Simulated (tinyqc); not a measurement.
Worked calculation: Koster-Slater impurity in a tight-binding band, by Green functions and by supercells. Computed by tinyqc, a small Python program that keeps every step. Command: `OMP_NUM_THREADS=1 python tinyqc.py 3030385 3030386 out.jsonl kosterslater walk`. One thread of a shared host (Intel(R) Xeon(R) Processor @ 2.30GHz), about 0.06 s of CPU time with the checks. Intermediate numbers are printed to about 7 digits and carried at full precision; extremes and crossings named in words are read from the listed rows.

One orbital per site, e(k) = -2 t sum cos(k_i) over 3 direction(s), band from -6 t to 6 t, lattice constant 1. One site has the extra energy U. Spin is left out.

Inputs (values chosen for the exercise, for a model band):

| quantity | value | unit |
|---|---|---|
| hopping t | 1.5 | eV |
| impurity potential U | -8.19 | eV |
| supercell edge N | 4 | sites |
| energy inside the band E | -1.8 | eV |
| broadening eta | 0.22 | eV |
| impurity concentration c | 0.008 | per site |

Lattice: simple cubic.

Constants: hbar = 6.582119569e-16 eV s.

## The host Green function outside the band

Outside the band G0(E) = (1/pi) int_0^pi dk (2/(pi z)) K(16 t^2/z^2), z = E + 2 t cos k, K the complete elliptic integral with parameter m; 200 Gauss-Legendre points. A bound state solves 1/U = G0(E). Energies: 0.05, 0.2, 0.5, 1, 2, 4 and 8 t beyond the band edge on the side of U, rounded to four digits.

Scan on the side of U:

| E (eV) | G0 (1/eV) | 1/U - G0 (1/eV) |
|---|---|---|
| -9.075 | -0.1562942 | 0.03419406 |
| -9.300 | -0.1437393 | 0.02163921 |
| -9.750 | -0.1292484 | 0.00714832 |
| -10.500 | -0.1136825 | -0.00841758 |
| -12.000 | -0.0939543 | -0.02814580 |
| -15.000 | -0.0714314 | -0.05066876 |
| -21.000 | -0.0492018 | -0.07289836 |

G0 stays finite at the band edge, 0.252731/t in size, so binding needs |U| > 3.957 t.

## The bound state

Bisection in ln(distance from the edge) between 1e-5 t and |U| + t. Weight on the impurity site: -1/(U^2 dG0/dE), by a central difference with step min(1e-4 t, distance/30). Decay length along an axis: 1/arccosh(1 + distance/(2 t)).

level E_b = -10.05609 eV

distance from the band edge = 1.056087 eV

weight on the impurity site = 0.7027481

decay length = 1.225140 sites

The state is compact: most of it sits on the impurity.

## Green function inside the band

Inside the band G0(z), z = E + i eta, comes from the chain form 1/(sqrt(y - 2t) sqrt(y + 2t)) (principal roots) at y = z + 2 t cos k + 2 t cos k', averaged over k and k' in (0, pi) with 200 Gauss-Legendre points each.

G0(E + i eta) = -0.0804625-0.2883577i 1/eV

## Scattering

T = U/(1 - U G0); phase shift delta = -arg(1 - U G0) in (-pi, pi]; host density of states -Im G0/pi; on the impurity -Im[G0/(1 - U G0)]/pi; lifetime of a band state hbar/(-2 c Im T).

T matrix = -0.490524-3.397086i eV

phase shift delta = 1.427392 rad

host density of states = 0.09178710 1/eV

density of states on the impurity = 0.01612088 1/eV

scattering lifetime = 12.10986 fs

The Born approximation would take Im T = U^2 Im G0 = -19.3 eV, 5.69 times the full value.

## The level in the supercell

In a periodic cell of N sites along each direction with Bloch vector K, the level solves 1/U = N^-d sum_k 1/(E - e(k)), k_i = (2 pi m_i + K_i)/N, m_i = 0..N-1; the outermost root on the side of U is taken (bisection). d is the number of directions. Gamma means K_i = 0, the zone corner K_i = pi, the quarter point K_i = pi/2. The error is measured against the isolated level E_b.

level at Gamma = -10.23141 eV

level at the corner = -9.917669 eV

level at the quarter point = -10.05342 eV

error at Gamma = -0.1753254 eV

width between Gamma and the corner = 0.3137430 eV

Images turn the level into a band 0.314 eV wide; the quarter point misses the isolated level by 0.0027 eV, far less than Gamma, because the leading hopping between images averages out there.

## Convergence with cell size

Even N; errors against the isolated level E_b, set to 0 below 1e-6 t.

Error of the level (eV):

| N | sites | Gamma | corner | quarter point |
|---|---|---|---|---|
| 2 | 8 | -1.596846e+00 | 1.866087e+00 | 1.384176e-01 |
| 4 | 64 | -1.753254e-01 | 1.384176e-01 | 2.663090e-03 |
| 6 | 216 | -2.213851e-02 | 1.769581e-02 | 7.004009e-05 |
| 8 | 512 | -3.045029e-03 | 2.663090e-03 | 2.020693e-06 |
| 10 | 1000 | -4.564503e-04 | 4.251978e-04 | 0 |
| 12 | 1728 | -7.260653e-05 | 7.004009e-05 | 0 |

The error at Gamma falls exponentially, between the last two resolved rows by exp(-0.919) per site against 1/(decay length) = 0.816; the rest is the power-law prefactor of the Green function. Gamma and the corner err in opposite directions. Among the sizes listed an error below 1 meV is first reached at N = 10 at Gamma; at the quarter point N = 6 is enough.

## Phase shift across the band

delta/pi = -arg(1 - U G0)/pi counts the states added below E (Friedel); host DOS = -Im G0/pi, DOS on the impurity = -Im[G0/(1 - U G0)]/pi; 13 evenly spaced energies from -(band edge + |U| + 2t) to +(band edge + |U| + 2t).

Across the spectrum:

| E (eV) | Re G0 (1/eV) | host DOS (1/eV) | DOS on the impurity (1/eV) | delta/pi |
|---|---|---|---|---|
| -20.190 | -0.0513161 | 0.00019164 | 0.0005702 | 0.0027073 |
| -16.825 | -0.0626624 | 0.00029188 | 0.0012314 | 0.0049103 |
| -13.460 | -0.0812083 | 0.00051530 | 0.0045871 | 0.0125950 |
| -10.095 | -0.1210098 | 0.00144563 | 0.9879623 | 0.4250038 |
| -6.730 | -0.1763283 | 0.02623165 | 0.0401844 | 0.6852576 |
| -3.365 | -0.1890128 | 0.07175439 | 0.0193469 | 0.5918475 |
| 0.000 | 0.0000000 | 0.09225192 | 0.0139059 | 0.3730797 |
| 3.365 | 0.1890128 | 0.07175439 | 0.0072473 | 0.1995886 |
| 6.730 | 0.1763283 | 0.02623165 | 0.0040800 | 0.0857620 |
| 10.095 | 0.1210098 | 0.00144563 | 0.0003645 | 0.0059457 |
| 13.460 | 0.0812083 | 0.00051530 | 0.0001858 | 0.0025345 |
| 16.825 | 0.0626624 | 0.00029188 | 0.0001275 | 0.0015797 |
| 20.190 | 0.0513161 | 0.00019164 | 0.0000950 | 0.0011051 |

delta/pi starts and ends near zero (+0.003 and +0.001): the impurity moves states but creates none. delta/pi rises at the bound state below the band (-10.056 eV), reaches 0.69 among these rows (1 in the limit of small eta, just above the level) and is paid back by the top of the band.

Checks made by the program: G0 at the level by a direct sum over directions (relative difference below 1e-10).
